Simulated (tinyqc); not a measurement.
Carrier lifetime from Shockley-Read-Hall, radiative, Auger and surface recombination: one step, computed by the program tinyqc. Command: `OMP_NUM_THREADS=1 python tinyqc.py 3009892 3009893 out.jsonl lifetime walk`. One thread of a shared host (Intel(R) Xeon(R) Processor @ 2.30GHz), about 0.01 s of CPU time with the checks.

Energies are counted from the top of the valence band. Boltzmann statistics, full ionisation, and equal excess densities of electrons and holes.

Question. Lifetimes at the given injection. With n = n_0 + dn, p = p_0 + dn and U/dn = 1/tau: (n p - n_i^2)/dn = n_0 + p_0 + dn = s; 1/tau_SRH = s/[tau_p0 (n + n1) + tau_n0 (p + p1)]; 1/tau_rad = B s; 1/tau_Aug = (C_n n + C_p p) s; the rates add. Radiative efficiency = tau_eff/tau_rad; effective diffusion length = sqrt(D tau_eff).

Inputs (values chosen for the exercise, with bands modelled on 4H-SiC):
```
quantity,value,unit
temperature T,300,K
doping N,1.1e+14,cm^-3
trap density N_t,7.8e+13,cm^-3
radiative coefficient B,4.5e-14,cm^3/s
Auger coefficient C_n,3.8e-30,cm^6/s
Auger coefficient C_p,1.6e-30,cm^6/s
excess density dn,4.7e+13,cm^-3
diffusion coefficient D,49,cm^2/s
```

Doping: n-type. Surface term: none.

n_0 = 1.10e+14 cm^-3

p_0 = 9.323234e-30 cm^-3

tau_p0 = 1.584321e-07 s

n1 = 0.04013579 cm^-3

tau_n0 = 2.454551e-06 s

p1 = 2.555215e-14 cm^-3

Give: tau_SRH at dn; tau_rad at dn; tau_Aug at dn; effective lifetime at dn; radiative efficiency at dn; effective diffusion length at dn.

Answer.

tau_SRH at dn = 8.932e-07 s

tau_rad at dn = 0.1415 s

tau_Aug at dn = 9.481 s

effective lifetime at dn = 8.932e-07 s

radiative efficiency at dn = 6.311e-06

effective diffusion length at dn = 66.16 micrometre

Caution: the trap density is not small against the doping, so trapped charge breaks the equality of the excess densities. Caution: beyond low injection D should be the ambipolar coefficient.
